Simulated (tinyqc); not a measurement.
Worked calculation: RKS/PBE0 in the sto-3g basis, for B+, spin multiplicity 1. One step of it, computed by the program tinyqc.

Task: Iteration 2: DIIS coefficients. Solve [B -1; -1 0][c; lambda] = [0; -1] for the coefficients, which sum to one.

B (overlaps of the stored error matrices):
```
               1              2
1  1.3709820e+02  2.4747145e+01
2  2.4747145e+01  4.6196377e+00
```

Give: DIIS coefficients.

Result:

DIIS coefficients: -0.2182  1.2182
